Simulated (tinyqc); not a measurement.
Bottom-up copper filling of a trench by curvature-enhanced accelerator coverage. Changing the aspect ratio h/w. Computed by tinyqc, a small Python program. Command: `OMP_NUM_THREADS=1 python tinyqc.py 3026625 3026626 out.jsonl superfill sweep`. One thread of a shared host (Intel(R) Xeon(R) Processor @ 2.30GHz), about 0.1 s of CPU time with the checks.

A rectangular trench keeps vertical walls and a flat floor. An accelerator floats on the surface; where area is lost in the corners it is passed on to the floor.

Inputs (values chosen for the exercise, close to those used for damascene copper plating): trench width w = 57 nm; exchange current of the suppressed surface i_0 = 0.011 mA/cm^2; exchange current of the accelerated surface i_1 = 1.5 mA/cm^2; transfer coefficient alpha = 0.42; overpotential eta = 0.19 V; starting coverage theta_0 = 0.0058; adsorption rate k_a = 0 1/s; cupric ion concentration C = 0.58 mol/l; diffusivity D = 5.5e-06 cm^2/s; boundary layer delta = 71 um; temperature T = 298 K.

Constants: e = 1.602176634e-19 C; N_A = 6.02214076e+23 1/mol; k_B = 8.617333262e-05 eV/K.

Method. Kinetic current i_k = [i_0 (1 - theta) + i_1 theta] exp(alpha eta/(k_B T)), limit i_L = 2 F D C/delta, i = 1/(1/i_k + 1/i_L); velocity v = i Omega/(2F), Omega = 7.11 cm^3/mol, F = e N_A. Depletion inside the trench is ignored. Half width x, floor height y, depth h = aspect ratio x w. dx/dt = -v_s, dy/dt = v_b. d theta_b/dt = k_a (1 - theta_b) + [theta_s v_b + theta_b v_s]/x: the floor takes the accelerator of the wall it covers and keeps its own as it narrows. d theta_s/dt = k_a (1 - theta_s). theta_b is capped at 1. Integrate (tolerance 1e-9) until the walls meet (x = 0.02 w/2) or the floor passes the original mouth y = h. Start: x = w/2, y = 0, theta_b = theta_s = theta_0. Height filled = y/h, opening left = x/(w/2).

One run for each value:
```
aspect ratio h/w  share of the height filled from the floor  opening left, as a share of w  time at the end (s)
0.50                                                 1.0000                        0.37091               111.36
0.75                                                 1.0000                        0.23909               134.70
1.00                                                 1.0000                        0.16181               148.38
1.50                                                 1.0000                        0.08297               162.33
2.00                                                 1.0000                        0.04653               168.78
2.50                                                 1.0000                        0.02619               172.39
3.00                                                 0.8904                        0.02000               173.48
4.00                                                 0.6678                        0.02000               173.48
6.00                                                 0.4452                        0.02000               173.48
```

Describe and explain the trends.

Over the rows, share of the height filled from the floor falls from 1.00 to 0.445, flat over part of the range; opening left, as a share of w falls from 0.371 to 0.0200, flat over part of the range; time at the end (s) rises from 111 to 173, flat over part of the range. The largest aspect ratio filled among these rows is 2.5. The floor must climb h while the walls close w/2, and its speed is bounded by v(1); a row with 0.02 left has pinched off with a seam.

Caution (all rows): real profiles develop slanted corners, and accelerator is consumed; both are left out.

Extremes, crossings and ranges named in words are read from the listed rows.
